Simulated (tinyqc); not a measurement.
From results back to parameters: heavy doping: gap narrowing, degeneracy and the minority density. Two cases, with inputs chosen for the exercise.

Problem. The minority density was computed from a hidden true narrowing dEg.

F_j(eta) = (1/Gamma(j + 1)) integral_0^infinity x^j dx/(1 + exp(x - eta)), which tends to exp(eta) for eta << 0.

Majority: N = Nv F_1/2(eta), eta the distance of EF beyond the majority band edge in kT. Degeneracy factor gam = F_1/2(eta)/exp(eta). ni0^2 = Nc Nv exp(-Eg/kT); product n p = ni0^2 gam exp(dEg/kT), dEg the true narrowing; apparent narrowing dEa = dEg + kT ln gam; minority density = n p/N.

Constants: kB = 8.617333262e-05 eV/K.

Find: dEa; gam; dEg.

Method. dEa = kT ln(minority x N/ni0^2); gam follows from N alone, and dEg = dEa - kT ln gam.

Case 1.

Values chosen (gap and densities of states near those of InP at this temperature; narrowing constants of the size fitted for Si, not for this material; the results hold for these values, not for the real material): N = 7.9e+17 1/cm^3 (ionised acceptors, equal to the majority density); Eg = 1.308 eV (gap); Nc = 7.05e+17 1/cm^3 (conduction-band density of states); Nv = 1.65e+19 1/cm^3 (valence-band density of states); T = 350 K.

minority density = 6.06750 1/cm^3

Solution.

dEa = 31.21 meV
gam = 0.9832
dEg = 31.72 meV

Case 2.

Values chosen (gap and densities of states near those of Si at this temperature; narrowing constants near the fits for Si; the results hold for these values, not for the real material): N = 1.4e+19 1/cm^3 (ionised acceptors, equal to the majority density); Eg = 1.117 eV (gap); Nc = 2.71e+19 1/cm^3 (conduction-band density of states); Nv = 1.14e+19 1/cm^3 (valence-band density of states); T = 300 K.

minority density = 34.7230 1/cm^3

Solution.

dEa = 57.24 meV
gam = 0.6525
dEg = 68.28 meV

Computed by tinyqc, one run a case: `OMP_NUM_THREADS=1 python tinyqc.py N N+1 out.jsonl` with N = 1681005, 1681116; one thread of a shared Intel(R) Xeon(R) Processor @ 2.30GHz, about 0.01 s a run at most.
